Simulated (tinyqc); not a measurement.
# Threshold of a short bulk MOSFET: charge sharing, barrier lowering, narrow width: effects of single changes

n-channel device on a p-type body, depletion approximation, full ionisation. Uniform doping N = Na. Vbi from Boltzmann statistics is rough for the degenerate source. Cox = eps0 eox/tox.

Inputs (values chosen for the exercise); band and dielectric values close to those of silicon: temperature T = 400 K; band gap Eg = 1.1 eV; relative permittivity eps_r = 11.5; conduction-band density of states at T Nc = 4.23e19 cm^-3; valence-band density of states at T Nv = 4.1e19 cm^-3; relative permittivity of the gate insulator (close to silicon dioxide) eox = 3.9; insulator thickness tox = 1.2 nm; channel doping Na = 1.4e18 cm^-3; source and drain doping Nsd = 1e20 cm^-3; flat-band voltage for the doping Na Vfb = -0.89 V; junction depth xj = 130 nm; body-source voltage Vbs = -1 V; drain-source voltage Vds = 0.05 V; gate width W = 190 nm; shape factor of the fringing depletion at the width edges xw = 0.7854; channel length L = 130 nm.

Constants: q = 1.602176634e-19 C, kB = 1.380649e-23 J/K, Vt = kB T/q, eps0 = 8.8541878128e-14 F/cm where lengths are in cm. Results are converted to the units shown.

Each table varies one quantity; the others keep the values above.

## Threshold roll-off against channel length

ni = sqrt(Nc Nv) exp(-Eg/(2 Vt)), Eg in volts; 2 pB = 2 Vt ln(N/ni); flat band Vfb - Vt ln(N/Na); Wd = sqrt(2 eps0 eps_r (2 pB - Vbs)/(q N)); body term q N Wd/Cox; long-channel VT0 = flat band + 2 pB + body term; Vbi = Vt ln(N Nsd/ni^2); scale length l = sqrt((eps_r/eox) tox Wd). Charge sharing (trapezoid; it ignores Vds): F = (xj/L)(sqrt(1 + 2 Wd/xj) - 1), lowering = body term times F. Barrier lowering: th = exp(-L/(2 l)) + 2 exp(-L/l), lowering = th [2 (Vbi - 2 pB) + Vds], DIBL = th. Narrow width: rise = body term times xw Wd/W. VT by each model = VT0 - lowering + rise. DIBL under 0.001 mV/V is printed as 0.

The same in every row: N (cm^-3) = 1.4000e18; VT0 (V) = 0.29696.

Threshold roll-off against channel length:
```
L (nm)     L/l         F  DIBL (mV/V)  VT, charge sharing (V)  VT, barrier lowering (V)
55      4.5573   0.65706       123.40                 0.14073                   0.30906
80      6.6289   0.45173       38.998                 0.20661                   0.33812
120     9.9433   0.30115       7.0278                 0.25492                   0.34913
170     14.086   0.21258      0.87488                 0.28334                   0.35125
240     19.887   0.15058     0.048054                 0.30323                   0.35153
350     29.001   0.10325            0                 0.31842                   0.35155
500     41.430  0.072276            0                 0.32836                   0.35155
720     59.660  0.050192            0                 0.33544                   0.35155
```

Read the table: what changes, and by how much?

VT by barrier lowering rises from 0.309 to 0.352 V and VT by charge sharing rises from 0.141 to 0.335 V. DIBL is under 100 mV/V from L = 80 nm on among the rows (th = 0.1 at L/l = 4.92). For L = 55 F exceeds 0.5: the shares of source and drain overlap, and the trapezoid formula no longer holds.

## Effect of the insulator thickness

Same model as above.

The same in every row: N (cm^-3) = 1.400e18; F = 0.2780.

Results:
```
tox (nm)  VT0 (V)    L/l  DIBL (mV/V)  VT, charge sharing (V)  VT, barrier lowering (V)
0.48       0.1044  17.03       0.2003                 0.09061                    0.1262
0.62       0.1419  14.99       0.5576                  0.1240                    0.1699
0.81       0.1927  13.11        1.426                  0.1693                    0.2290
1.1        0.2702  11.25        3.631                  0.2385                    0.3190
1.4        0.3504  9.973        6.923                  0.3101                    0.4117
1.8        0.4574  8.795        12.61                  0.4055                    0.5349
3          0.7782  6.813        35.36                  0.6917                    0.9025
```

Estimate the missing row, tox = 2.3 nm.

Computed row:
```
tox (nm)  VT0 (V)    L/l  DIBL (mV/V)  VT, charge sharing (V)  VT, barrier lowering (V)
2.3        0.5911  7.781        21.27                  0.5247                    0.6884
```

With this row back in the table: As tox goes from 0.48 to 3, VT0 rises from 0.104 to 0.778 V, DIBL rises from 0.200 to 35.4 mV/V, F stays at 0.278 and VT by barrier lowering rises from 0.126 to 0.903 V.

tinyqc, about 0.01 s, one thread, Intel Xeon 2.30GHz (shared host): `OMP_NUM_THREADS=1 python tinyqc.py 2002132 2002133 out.jsonl`
